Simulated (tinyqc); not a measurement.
Composition and strain of an epitaxial Si(1-x)Ge(x) layer from Raman and X-ray peaks: one step, computed by the program tinyqc. Command: `OMP_NUM_THREADS=1 python tinyqc.py 3005524 3005525 out.jsonl epiraman walk`. One thread of a shared host (Intel(R) Xeon(R) Processor @ 2.30GHz), about 0.01 s of CPU time with the checks.

A (001) layer, biaxially strained in the plane. The Raman peaks follow empirical lines omega = w0 + c1 x + c3 x^3 + b eps (c3 for Si-Ge alone), with eps the in-plane strain.

Task: Lattice constants and strain. Relaxed lattice constant a(x) = a_Si + (a_Ge - a_Si) x - B x (1 - x). In-plane constant a_par = a_sub + R (a(x) - a_sub); eps = a_par/a(x) - 1; eps_perp = -(2 C12/C11) eps with 2 C12/C11 linear in x; a_perp = a(x) (1 + eps_perp).

Inputs (values chosen for the exercise, modelled on silicon-germanium): Ge fraction x = 0.5; degree of relaxation R = 0.6; lattice constant of Si = 5.431 angstrom; lattice constant of Ge = 5.658 angstrom; bowing B = 0.028 angstrom; 2 C12/C11 of Si = 0.774; 2 C12/C11 of Ge = 0.756.

Substrate: germanium.

Give: relaxed constant a(x); substrate constant a_sub; a_par; in-plane strain eps; strain along the normal; a_perp.

Result:

relaxed constant a(x) = 5.5375 angstrom

substrate constant a_sub = 5.658 angstrom

a_par = 5.5857 angstrom

in-plane strain eps = 8.704 per mille

strain along the normal = -6.659 per mille

a_perp = 5.500627 angstrom

The layer is under tension in the plane and is shortened along the normal.
